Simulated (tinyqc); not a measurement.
Length of a polyene: Hueckel, PPP and singles CI along the polyenes. Computed by the program tinyqc. Command: `OMP_NUM_THREADS=1 python tinyqc.py 111607 111608 out.jsonl`; one thread of a shared host (Intel(R) Xeon(R) Processor @ 2.60GHz), about 0.09 s.

All-trans chains of carbon centres 1.40 angstrom apart:
```
parameter,value
"beta (eV), times 1 +/- alternation",-2.160000
alternation,0.050000
W (eV),11.160000
gamma_rr (eV),9.890000
repulsion formula,Ohno
```

Hueckel uses the same beta without repulsion; CIS keeps all single excitations and so misses the low, doubly excited 2Ag state. W is the valence ionisation energy of a centre, MN the Mataga-Nishimoto formula, f the oscillator strength.

Gaps and excitations (eV):
```
centres,Hueckel gap,PPP orbital gap,bright singlet (CIS),f,lowest triplet (CIS)
2,4.5360,11.6651,5.9165,0.5073,3.1555
4,2.9266,9.3035,4.6606,0.9616,2.2041
6,2.1931,8.1025,3.9107,1.3531,1.7500
8,1.7781,7.3856,3.4219,1.6988,1.5045
10,1.5123,6.9169,3.0825,2.0082,1.3581
12,1.3279,6.5919,2.8369,2.2917,1.2644
```

The Hueckel gap tends to 4 x alternation x |beta| = 0.43 eV for long chains. Exchange opens the PPP orbital gap, and the attraction of electron and hole brings the bright state 3.75 eV below it at 12 centres; the triplet lies 1.57 eV lower still.
